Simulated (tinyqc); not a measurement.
# Doping and barrier from two capacitances

Question. A Schottky diode on a uniformly doped n-type layer obeys (A/C)^2 = 2 (Vbi - V - Vt)/(q eps0 eps_r Nd) in reverse bias, with phiB = Vbi + Vt ln(Nc/Nd) and image force ignored. Find Nd, Vbi and phiB.

Inputs (values chosen for the exercise); band and dielectric values close to those of gallium nitride: temperature T = 300 K; relative permittivity eps_r = 9.52; conduction-band density of states at T Nc = 2.32e18 cm^-3; diode area A = 0.0053 cm^2.

Constants: q = 1.602176634e-19 C, kB = 1.380649e-23 J/K, Vt = kB T/q, eps0 = 8.8541878128e-14 F/cm where lengths are in cm. Results are converted to the units shown.

C at V = -0.3 and -5.9 V (pF): [542.72560, 252.40519]

Answer. The slope of (A/C)^2 against -V gives Nd, the intercept Vbi - Vt, and the Fermi-level depth Vt ln(Nc/Nd) is added for the barrier.

Nd = 2.400e17 cm^-3
Vbi = 1.271 V
phiB = 1.330 eV

Program tinyqc, `OMP_NUM_THREADS=1 python tinyqc.py 2020067 2020068 out.jsonl`; Intel Xeon 2.30GHz, shared host, one thread, about 0.03 s.
